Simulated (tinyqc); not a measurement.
Fitting sp3s* parameters to three gaps by Newton steps: one step. The first Newton step. Two cases, with inputs chosen for the exercise.

Question. Solve J dp = target less gap; the columns of J are Vss, Vsapc and Vpaxc.

Case 1.

J, rows Gamma, X, L; columns Vss, Vsapc, Vpaxc:
```
[[-0.915537, 0.000000, 0.000000],
 [0.000000, 0.500436, 0.000000],
 [-0.242001, 0.316190, -0.127861]]
```

target less gap (eV): Gamma 0.266420, X 0.042715, L 0.116117

Case 2.

J, rows Gamma, X, L; columns Vss, Vsapc, Vpaxc:
```
[[-0.915891, 0.000000, 0.000000],
 [0.000000, 0.500263, 0.000000],
 [-0.243476, 0.315108, -0.127504]]
```

target less gap (eV): Gamma -0.265536, X 0.148336, L 0.002827

Give: dp.

Answer.

Case 1.

dp (eV): Vss -0.291, Vsapc 0.085, Vpaxc -0.146

Case 2.

dp (eV): Vss 0.290, Vsapc 0.297, Vpaxc 0.157

Computed by tinyqc, one run a case: `OMP_NUM_THREADS=1 python tinyqc.py N N+1 out.jsonl` with N = 1481143, 1482289; one thread of a shared Intel(R) Xeon(R) Processor @ 2.30GHz, about 0.3 s a run at most.
